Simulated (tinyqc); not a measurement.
MOS inversion layer, Poisson-Schroedinger loop: two steps of the calculation.

Electrons confined at an insulator interface at z = 0, treated as a hard wall; parabolic valleys, Hartree approximation, no image or exchange terms. The depletion charge lies far deeper than the electrons and gives a uniform field q Nd/(eps0 eps_r); the gate balances all charge. Energies are counted from the band edge at the interface.

Inputs (values chosen for the exercise); masses and permittivity close to those of silicon (111): relative permittivity eps_r = 11.5; mass along z of valley set A (6 valley(s)) mz1 = 0.259 m0; sheet density of electrons Ns = 3e11 cm^-2; mesh step hz = 0.59 nm; mixing factor a = 1.

Constants: q = 1.602176634e-19 C, hbar = 1.054571817e-34 J s, m0 = 9.1093837015e-31 kg, eps0 = 8.8541878128e-14 F/cm where lengths are in cm, hbar^2/(2 m0) = 0.0380998212 eV nm^2. Results are converted to the units shown.

Problem 1. Levels and probability densities. Tridiagonal Hamiltonian with psi = 0 one step beyond both ends: H_ii = C (1/m_(i-1/2) + 1/m_(i+1/2))/hz^2 + V0_i + U_i, H_(i,i+1) = -C/(m_(i+1/2) hz^2), C = hbar^2/(2 m0). The lowest 2 level(s) are kept, normalised to hz sum |psi|^2 = 1. The mass is the same on all intervals.

| node | fixed potential V0 (eV) | self-consistent potential U at the start (eV) |
|---|---|---|
| 1 | 0.02970748 | 0 |
| 2 | 0.05941496 | 0 |
| 3 | 0.08912244 | 0 |
| 4 | 0.11882992 | 0 |
| 5 | 0.14853740 | 0 |
| 6 | 0.17824488 | 0 |
| 7 | 0.20795236 | 0 |
| 8 | 0.23765984 | 0 |
| 9 | 0.26736732 | 0 |
| 10 | 0.29707480 | 0 |
| 11 | 0.32678228 | 0 |
| 12 | 0.35648976 | 0 |
| 13 | 0.38619724 | 0 |
| 14 | 0.41590472 | 0 |
| 15 | 0.44561220 | 0 |
| 16 | 0.47531968 | 0 |
| 17 | 0.50502716 | 0 |

Wanted: levels; |psi|^2 of A1; |psi|^2 of A2.

Solution 1.

levels (eV): A1 0.16718, A2 0.29075

| node | \|psi\|^2 of A1 (1/nm) | \|psi\|^2 of A2 (1/nm) |
|---|---|---|
| 1 | 0.11119 | 0.10517 |
| 2 | 0.31184 | 0.20095 |
| 3 | 0.41088 | 0.10683 |
| 4 | 0.36623 | 0.00245 |
| 5 | 0.25011 | 0.06152 |
| 6 | 0.13911 | 0.21350 |
| 7 | 0.06534 | 0.30589 |
| 8 | 0.02654 | 0.28700 |
| 9 | 0.00949 | 0.20345 |
| 10 | 0.00302 | 0.11657 |
| 11 | 0.00087 | 0.05612 |
| 12 | 0.00023 | 0.02328 |
| 13 | 0.00005 | 0.00846 |
| 14 | 0.00001 | 0.00272 |
| 15 | 0.00000 | 0.00077 |
| 16 | 0.00000 | 0.00019 |
| 17 | 0.00000 | 0.00003 |

Problem 2. Density, output potential and mixing. n_i = sum_k N_k |psi_k|^2 (converted to cm^-3). Hartree part by Gauss: on the interval before node i the electrons still beyond are S_i = Ns - hz sum_(j<i) n_j, and U_i = U_(i-1) + q S_i hz/(eps0 eps_r) in eV, U_0 = 0 at the interface. Mixing: U(new) = U + a (U(out) - U).

| node | z (nm) | self-consistent potential U at the start (eV) | \|psi\|^2 of A1 (1/nm) | \|psi\|^2 of A2 (1/nm) |
|---|---|---|---|---|
| 1 | 0.59 | 0 | 0.11118878 | 0.10517294 |
| 2 | 1.18 | 0 | 0.31183950 | 0.20095067 |
| 3 | 1.77 | 0 | 0.41087899 | 0.10682862 |
| 4 | 2.36 | 0 | 0.36623308 | 0.00244712 |
| 5 | 2.95 | 0 | 0.25010671 | 0.06152143 |
| 6 | 3.54 | 0 | 0.13911423 | 0.21350490 |
| 7 | 4.13 | 0 | 0.06534177 | 0.30589458 |
| 8 | 4.72 | 0 | 0.02654418 | 0.28699533 |
| 9 | 5.31 | 0 | 0.00948680 | 0.20344931 |
| 10 | 5.9 | 0 | 0.00302151 | 0.11657142 |
| 11 | 6.49 | 0 | 0.00086628 | 0.05612362 |
| 12 | 7.08 | 0 | 0.00022539 | 0.02328074 |
| 13 | 7.67 | 0 | 0.00005356 | 0.00846231 |
| 14 | 8.26 | 0 | 0.00001168 | 0.00272251 |
| 15 | 8.85 | 0 | 0.00000233 | 0.00077379 |
| 16 | 9.44 | 0 | 0.00000041 | 0.00018632 |
| 17 | 10.03 | 0 | 0.00000005 | 0.00002964 |

N_k (cm^-2): A1 2.9748664e11, A2 2.5133610e9

Find: n; U(out); U after round 1.

Solution 2.

| node | n (1e18 cm^-3) | U(out) (eV) | U after round 1 (eV) |
|---|---|---|---|
| 1 | 0.3334 | 0.002785 | 0.002785 |
| 2 | 0.9327 | 0.005388 | 0.005388 |
| 3 | 1.2250 | 0.007479 | 0.007479 |
| 4 | 1.0896 | 0.008900 | 0.008900 |
| 5 | 0.7456 | 0.009724 | 0.009724 |
| 6 | 0.4192 | 0.010139 | 0.010139 |
| 7 | 0.2021 | 0.010325 | 0.010325 |
| 8 | 0.0862 | 0.010400 | 0.010400 |
| 9 | 0.0333 | 0.010428 | 0.010428 |
| 10 | 0.0119 | 0.010438 | 0.010438 |
| 11 | 0.0040 | 0.010441 | 0.010441 |
| 12 | 0.0013 | 0.010442 | 0.010442 |
| 13 | 0.0004 | 0.010442 | 0.010442 |
| 14 | 0.0001 | 0.010442 | 0.010442 |
| 15 | 0.0000 | 0.010442 | 0.010442 |
| 16 | 0.0000 | 0.010442 | 0.010442 |
| 17 | 0.0000 | 0.010442 | 0.010442 |

Numbers from tinyqc (`OMP_NUM_THREADS=1 python tinyqc.py 2160063 2160064 out.jsonl`; about 0.4 s on one thread of a shared Intel Xeon 2.30GHz).
